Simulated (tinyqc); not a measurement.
Charge control and current of a heterostructure field-effect transistor: one step, computed by the program tinyqc. Command: `OMP_NUM_THREADS=1 python tinyqc.py 3016825 3016826 out.jsonl hemt walk`. One thread of a shared host (Intel(R) Xeon(R) Processor @ 2.30GHz), about 0.01 s of CPU time with the checks.

Two subbands in a triangular well; E_F is counted from the conduction band edge of the channel at the interface.

Task: Threshold and barrier capacitance. Threshold V_T = phi_B - dE_c - e N_d (d - spacer)/(eps eps_0) (in volts); C_b = eps eps_0/d.

Inputs (values chosen for the exercise, modelled on AlGaAs/GaAs):
```
quantity                                value    unit
permittivity eps (barrier and channel)   12.2       -
barrier thickness d                        30      nm
Schottky barrier phi_B                   0.83      eV
conduction band offset dE_c              0.18      eV
delta-doping density N_d                4e+12  1/cm^2
spacer between delta layer and channel    3.2      nm
```

Charge source: delta doping. Velocity law: two-piece.

Constants: e = 1.602176634e-19 C; eps_0 = 8.8541878128e-12 F/m.

Give: threshold voltage V_T; barrier capacitance C_b.

Result:

threshold voltage V_T = -0.94000 V

barrier capacitance C_b = 0.36007 microfarad/cm^2

The device is normally on.
